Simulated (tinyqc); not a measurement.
Field, mass and barrier from the scaled variables.

Question. A barrier edge falls as U0 - F x over a width d with F = V/d. With e = (C F^2/m1)^(1/3), C = hbar^2/(2 m0), the Airy arguments at its edges are z1 = (U0 - E)/e and z2 = (U0 - V - E)/e. Find e, m1 and U0.

Values chosen for this exercise:
```
symbol  value  unit                     meaning
E        0.41    eV             electron energy
d         2.1    nm               barrier width
V        0.34     V  voltage across the barrier
```

Constants: q = 1.602176634e-19 C, hbar = 1.054571817e-34 J s, m0 = 9.1093837015e-31 kg, hbar^2/(2 m0) = 0.0380998212 eV nm^2. Results are converted to the units shown.

z1 and z2: 9.1575597  7.1357608

Solution. z1 - z2 = V/e gives e, its definition gives m1, and U0 = E + z1 e.

e = 0.1682 eV
m1 = 0.2100 m0
U0 = 1.950 eV

Program tinyqc, `OMP_NUM_THREADS=1 python tinyqc.py 2580034 2580035 out.jsonl`; Intel Xeon 2.30GHz, shared host, one thread, about 0.01 s.
